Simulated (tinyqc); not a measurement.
Convergence with the basis: effective-mass impurity with a central-cell term, in a basis of Slater functions. Computed by tinyqc, a small Python program. Command: `OMP_NUM_THREADS=1 python tinyqc.py 3002640 3002641 out.jsonl centralcell walk`. One thread of a shared host (Intel(R) Xeon(R) Processor @ 2.30GHz), about 0.01 s of CPU time with the checks.

The envelope obeys H = -nabla^2 - (2/r) [Z + A exp(-kappa r)] in effective units, with kappa = a*/lambda; positive A deepens the well near the core.

Inputs (values chosen for the exercise, with mass and screening modelled on InP): effective mass m = 0.081 m_0; dielectric constant eps = 12.8; charge Z of the core = 1; central-cell strength A = -22; central-cell range lambda = 0.8 angstrom; smallest exponent zeta_1 = 0.59 1/a*; ratio beta of exponents = 2.8.

Impurity: donor, one isotropic band.

Constants: Ry = 13.605693123 eV; a_0 = 0.529177210903 angstrom.

Method:
- Units: Ry* = Ry m/eps^2 and a* = a_0 eps/m, with m in m_0.
- kappa = a*/lambda; the hydrogenic ground state is bound by Z^2 Ry*.
- For s functions exp(-zeta r), with s = zeta_i + zeta_j: S = 2/s^3, T = zeta_i zeta_j S, V = -2 Z/s^2, W = -2 A/(s + kappa)^2; each function is normalised by dividing by sqrt(S_ii S_jj).
- Large basis: zeta_i = 0.06 x 1.6^(i-1), i = 1..22, same formulas; for p functions r exp(-zeta r): S = 24/s^5, T = zeta_i zeta_j S (centrifugal term included), V = -12 Z/s^4, W = -12 A/(s + kappa)^4; overlap eigenvalues below 1e-11 are dropped.
- Binding energies are -E Ry*; the effective quantum number is nu = Z/sqrt(-E); |psi(0)|^2 is given relative to the hydrogenic Z^3/(pi a*^3).
- zeta_i = zeta_1 beta^(i-1), i = 1..n.
- The error is the lowest level above the large-basis value.

kappa = 104.529 1/a*

Ry* = 6.72645 meV

1s binding energy = 6.64226 meV

Error of the 1s level:
```
n  error (meV)  largest exponent (1/a*)
1       1.0683               5.9000e-01
2       0.3575               1.6520e+00
3       0.2137               4.6256e+00
4       0.2093               1.2952e+01
5       0.1892               3.6265e+01
6       0.1888               1.0154e+02
7       0.1885               2.8432e+02
8       0.1884               7.9608e+02
```

What follows from these numbers?

The error falls from 1.07 to 0.188 meV. The last function changes it by less than 5 %: it has levelled off, and what remains is set by beta and zeta_1, not by the range of exponents.

Extremes, crossings and ranges named in words are read from the listed rows.
